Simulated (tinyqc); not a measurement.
Resistance of a tapered via with liner, size effect and interface: two steps of the calculation.

A round via whose diameter grows from db at the bottom as D(z) = db + 2 z/tan(ang). The fill, of diameter D - 2 tl, starts above the bottom liner (thickness fb tl) and has rho = rho0 (1 + ks lam/(D - 2 tl)); the sidewall liner conducts in parallel with it. The bottom liner and the interface are crossed over the full area pi db^2/4. Spreading in the lines above and below is left out.

Values chosen for this exercise; fill metal close to cobalt: diameter at the bottom db = 59 nm; height hv = 140 nm; sidewall angle ang = 85 degrees; bulk resistivity of the fill rho0 = 6.03 uohm cm; mean free path of the fill lam = 11.8 nm; size-effect factor ks = 1.6; liner on the sidewall tl = 1.7 nm; liner at the bottom over that on the sidewall fb = 1; resistivity of the liner rl = 390 uohm cm; interface resistivity at the bottom ri = 6.3e-12 ohm cm^2; ballistic conductance per area, about 3/(4 rho0 lam) Sb = 1e15 S/m^2.

Question 1. Slices of the via. Slices between z0 = fb tl and hv, evaluated at their midpoints: conductance per length pi/4 [(D - 2 tl)^2/rho + (D^2 - (D - 2 tl)^2)/rl], slice resistance = slice height over that. 9 slices.

Find: z; D; rho; slice resistance.

Answer 1.

| slice | z (nm) | D (nm) | rho (uohm cm) | slice resistance (ohm) |
|---|---|---|---|---|
| 0 | 9.383 | 60.64 | 8.019 | 0.4776 |
| 1 | 24.75 | 63.33 | 7.930 | 0.4309 |
| 2 | 40.12 | 66.02 | 7.848 | 0.3907 |
| 3 | 55.48 | 68.71 | 7.773 | 0.3558 |
| 4 | 70.85 | 71.40 | 7.704 | 0.3254 |
| 5 | 86.22 | 74.09 | 7.641 | 0.2986 |
| 6 | 101.6 | 76.77 | 7.582 | 0.2750 |
| 7 | 117.0 | 79.46 | 7.527 | 0.2541 |
| 8 | 132.3 | 82.15 | 7.476 | 0.2354 |

Question 2. Total resistance. R_fill = sum of the slices; R_bottom = rl fb tl/(pi db^2/4); R_interface = ri/(pi db^2/4); ballistic (Sharvin) limit 1/(Sb pi (db - 2 tl)^2/4); ideal cylinder rho0 hv/(pi db^2/4).

| slice | slice resistance (ohm) |
|---|---|
| 0 | 0.47762185 |
| 1 | 0.43093850 |
| 2 | 0.39071442 |
| 3 | 0.35581936 |
| 4 | 0.32535846 |
| 5 | 0.29861608 |
| 6 | 0.27501459 |
| 7 | 0.25408370 |
| 8 | 0.23543757 |

Wanted: parts; R; shares; ballistic limit; ideal cylinder.

Answer 2.

parts (ohm): fill 3.0436, bottom liner 2.4250, interface 0.23043
R = 5.6991 ohm
shares (%): fill 53.405, bottom liner 42.551, interface 4.043
ballistic limit = 0.41187 ohm
ideal cylinder = 3.0878 ohm

The fill is the largest part, and R is 1.85 times the ideal cylinder. With 2000 slices R = 5.7007 ohm.

Program tinyqc, `OMP_NUM_THREADS=1 python tinyqc.py 2750110 2750111 out.jsonl`; Intel Xeon 2.30GHz, shared host, one thread, about 0.01 s.
